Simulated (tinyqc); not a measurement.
# Changing the pumping speed S

Model: Berg model of reactive sputtering of a nitride or oxide: poisoning, hysteresis and pumping speed. Computed by tinyqc, a small Python program. Command: `OMP_NUM_THREADS=1 python tinyqc.py 3010531 3010532 out.jsonl berg sweep`. One thread of a shared host (Intel(R) Xeon(R) Processor @ 2.30GHz), about 0.05 s of CPU time with the checks.

A diatomic gas reacts with bare metal on the target and on the collecting surfaces; ions remove metal and compound from the target. theta_t and theta_c are the compound fractions.

Inputs (values chosen for the exercise, close to those used for titanium nitride):

| quantity | value | unit |
|---|---|---|
| ion current density J | 5.6 | mA/cm^2 |
| target area A_t | 50 | cm^2 |
| collecting area A_c | 1600 | cm^2 |
| metal yield Y_m | 0.53 | - |
| compound yield Y_c | 0.12 | - |
| sticking coefficient alpha | 0.69 | - |
| reactive atoms per metal atom z | 1 | - |
| gas mass M | 28 | u |
| gas temperature T | 300 | K |
| reactive partial pressure P | 0.0027 | Pa |

Constants: e = 1.602176634e-19 C; u = 1.6605390666e-27 kg; k_B = 1.380649e-23 J/K.

Method:
- Ion flux j = J/e; gas flux F = P/sqrt(2 pi M k_B T). Target: (2/z) alpha F (1 - theta_t) = j Y_c theta_t. Sputtered flows F_c = j Y_c theta_t A_t, F_m = j Y_m (1 - theta_t) A_t. Collector: (2/z) alpha F (1 - theta_c) A_c + F_c (1 - theta_c) = F_m theta_c. Gas use Q = alpha F [(1 - theta_t) A_t + (1 - theta_c) A_c] + P S/(k_B T); 1 sccm = 4.4780e17 molecules/s. Rate R = F_m + F_c, given relative to j Y_m A_t.
- P is a single-valued function of the flow Q only if dQ/dP > 0 everywhere: S must exceed k_B T times the steepest fall of the surface terms with P.
- Turning points solve dQ/dP = 0; a jump keeps Q fixed; the width of the loop is the difference of the two turning flows.

One run for each value:

| pumping speed S (l/s) | width of the loop (sccm) | total flow Q (sccm) |
|---|---|---|
| 10 | 0.29056 | 0.46702 |
| 18 | 0.25143 | 0.47867 |
| 32 | 0.20345 | 0.49905 |
| 58 | 0.14336 | 0.53690 |
| 110 | 0.06987 | 0.61259 |
| 190 | 0.01180 | 0.72905 |

Over the rows, width of the loop (sccm) falls from 0.291 to 0.0118 (exponent d ln y / d ln x -0.25 between the first rows and -3.3 between the last); total flow Q (sccm) rises from 0.467 to 0.729 (exponent d ln y / d ln x 0.042 between the first rows and 0.32 between the last). The pump term P S/(k_B T) tilts the flow curve upwards; the loop narrows and vanishes at the critical speed, beyond which no width is defined. Left out: 340, 620, 1100, 2000 (a listed quantity is not defined there).

Caution (rows 10.0, 18.0, 32.0, 58.0): here dQ/dP is negative, a branch that flow control cannot hold.
